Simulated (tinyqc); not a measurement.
Inside a calculation. Model: bandgap voltage reference from two bipolar transistors.

tinyqc, about 0.02 s, one thread, Intel Xeon 2.30GHz (shared host): `OMP_NUM_THREADS=1 python tinyqc.py 2062119 2062120 out.jsonl` Printed values are rounded.

Two transistors of area 1 and N carry the same current I. Is(T) = Is (T/T0)^eta exp[(Vg0 q/kB)(1/T0 - 1/T)], VBE1 = Vt ln(I/Is(T)) + I rb, VBE2 = Vt ln(I/(N Is(T))) + I rb/N. The amplifier forces I R1(T) = VBE1 - VBE2 + Vos, with R(T) = R (1 + tc (T - T0)) for both resistors, and the output is Vref = VBE1 + I R2(T). Base currents and the Early effect are neglected.

Parameters, values chosen for the exercise; values of the order met in silicon bipolar transistors:
- T0 = 300 K (reference temperature)
- Vg0 = 1.158 V (band-gap voltage extrapolated to 0 K)
- eta = 4.2 (temperature exponent of the saturation current)
- Is = 8.1e-18 A (saturation current of the unit transistor at T0)
- N = 8 (area ratio of the second transistor)
- R1 = 2 kohm (resistor across which the difference of VBE falls, at T0)
- tc = 500 ppm/K (temperature coefficient of both resistors)
- Vos = 0 mV (offset of the amplifier)
- rb = 29 ohm (series resistance of the unit transistor)
- R2 = 18.89 kohm (output resistor at T0)
- T = 253 K (temperature)

Constants: q = 1.602176634e-19 C, kB = 1.380649e-23 J/K. Results are converted to the units shown.

## Operating point at the reference temperature

Vt = kB T/q; I = (Vt ln N + Vos)/(R1(T) - rb (1 - 1/N)). Evaluate at T = T0.

Vt = 0.0258520 V
I = 27.2243 uA
Is(T) = 8.1e-18 A
VBE1 = 0.746446 V
I R2 = 0.514266 V
Vref = 1.26071 V

## Operating point at another temperature

Vt = kB T/q; I = (Vt ln N + Vos)/(R1(T) - rb (1 - 1/N)).

Vt = 0.0218019 V
I = 23.5189 uA
Is(T) = 9.63346e-22 A
VBE1 = 0.823352 V
I R2 = 0.433832 V
Vref = 1.25718 V

From T0 to T, VBE1 changes by 76.9 mV and I R2 by -80.4 mV, which leaves -3.53 mV in Vref.

## Resistor for zero slope at T0, ideal case

With tc = 0, Vos = 0 and rb = 0 the current is proportional to T, dVBE/dT = (VBE - Vg0 - (eta - 1) Vt)/T, and Vref has zero slope at T0 when Vref = Vg0 + (eta - 1) Vt0. Find VBE1, its slope, that Vref, R2/R1 and the curvature d2Vref/dT2 = -(eta - 1) kB/(q T0).

VBE1 = 0.745326 V
dVBE/dT = -1.65133 mV/K
Vref = 1.24073 V
R2/R1 = 9.21543
curvature = -0.919182 uV/K^2
